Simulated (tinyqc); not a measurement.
Polar nitride quantum well with polarisation fields, step by step. Values are carried at full precision from step to step, so a last printed digit may differ when a step is redone from the rounded ones.

Growth along [0001]. e_par = (a_sub - a)/a, Ppz = 2 e_par (e31 - e33 C13/C33), P = Psp + Ppz in each layer; strain relaxation and the strain shift of the gaps are left out, although thick layers with more than about 1 % mismatch would relax.

Constants: hbar^2/2m0 = 3.80998211 eV angstrom^2; hc = 1239.841984 eV nm.

Values chosen for the exercise (near those of an InGaN well in GaN; not measured data): a_w = 3.25 angstrom (lattice constant a, well); a_b = 3.189 angstrom (lattice constant a, barrier); a_sub = 3.189 angstrom (in-plane lattice constant of the stack); Psp_w = -0.0313 C/m^2 (spontaneous polarisation); Psp_b = -0.0347 C/m^2 (spontaneous polarisation); e31_w = -0.337 C/m^2; e31_b = -0.328 C/m^2; e33_w = 0.715 C/m^2; e33_b = 0.679 C/m^2; C_w = 0.274 (C13/C33); C_b = 0.265 (C13/C33); Lw = 21 angstrom (well width); Lb = 45 angstrom (barrier width); eps_w = 11.2 (dielectric constant); eps_b = 10.4 (dielectric constant); Eg = 2.775 eV (gap of the well); Vc = 0.452 eV (conduction offset); Vv = 0.213 eV (valence offset); me = 0.178 m0 (electron, well); meb = 0.2 m0 (electron, barrier); mh = 1.75 m0 (hole, everywhere).

## Strain and polarisation

Give strain and polarisation of well and barrier; the bound sheet charge is |P_w - P_b|/e with e = 1.602176634e-19 C.

Layers:

| layer | e_par | Ppz (C/m^2) | P (C/m^2) |
|---|---|---|---|
| well | -0.01877 | 0.02000 | -0.01130 |
| barrier | 0.00000 | 0.00000 | -0.03470 |

sheet charge = 1.461 x 1e13/cm^2

Of P_w - P_b = +0.0234 C/m^2 the piezoelectric part gives +0.0200 and the spontaneous part +0.0034.

## Built-in fields

In a periodic stack without free charge the potential drop over a period vanishes: F_w = (P_b - P_w) Lb/(eps0 (eps_w Lb + eps_b Lw)), F_b = -F_w Lw/Lb, eps0 = 8.8541878e-12 F/m; 1 MV/cm = 1e8 V/m = 0.01 V/angstrom.

Give both fields and the drop |F_w| Lw across the well.

F_w = -1.647 MV/cm
F_b = 0.768 MV/cm
drop = 0.346 eV

## Levels with and without the field

Envelope functions on cells of 0.25 angstrom over barrier, well, barrier (widths Lb, Lw, Lb), psi = 0 beyond, psi'/m continuous (mean mass between points), c = hbar^2/2m0. With u(z) the integral of e F (F_w in the well, F_b = -F_w Lw/Lb in the barriers, 1 MV/cm = 0.01 V/angstrom), zero at the centre of the well, the electron sees u plus Vc in the barriers and the hole -u plus Vv. The transition is Eg + E_e + E_h; excitons are left out.

Ground states of electron and hole, their centres, the squared overlap, the transition and its wavelength hc/E.

Results:

| case | E_e (eV) | E_h (eV) | <z>_e | <z>_h | overlap^2 | E (eV) | nm |
|---|---|---|---|---|---|---|---|
| no field | 0.1595 | 0.0283 | 0.0 | 0.0 | 0.926 | 2.9628 | 418.5 |
| built-in field | 0.1362 | -0.0334 | 3.7 | -6.5 | 0.415 | 2.8778 | 430.8 |

The field shifts the line by -85 meV, pulls the carriers 10.2 angstrom apart and, with the rate proportional to overlap^2, lengthens the radiative lifetime by a factor 2.23.

## Estimate from two triangular wells

For a strong field: E = Eg - |e F_w| Lw + a0 (c (e F_w)^2)^(1/3) (me^(-1/3) + mh^(-1/3)), a0 = 2.338107, hard walls, c = hbar^2/2m0, 1 MV/cm = 0.01 V/angstrom.

electron term = 0.4202 eV
hole term = 0.1961 eV
E = 3.0455 eV

The electron term exceeds the drop across the well, so the electron still feels the far wall and the estimate is outside its range. Against the grid result 2.8778 eV the estimate errs by +168 meV: +111 from the electron and +57 from the hole, since hard walls stand in for offsets of 0.452 and 0.213 eV into which the carriers leak.

## Checks

- Electron level without field against the matching condition of the square well, eV: both 0.160.

Program tinyqc; command `OMP_NUM_THREADS=1 python tinyqc.py 1282292 1282293 out.jsonl`; about 0.06 s on one thread of a shared Intel(R) Xeon(R) Processor @ 2.30GHz.
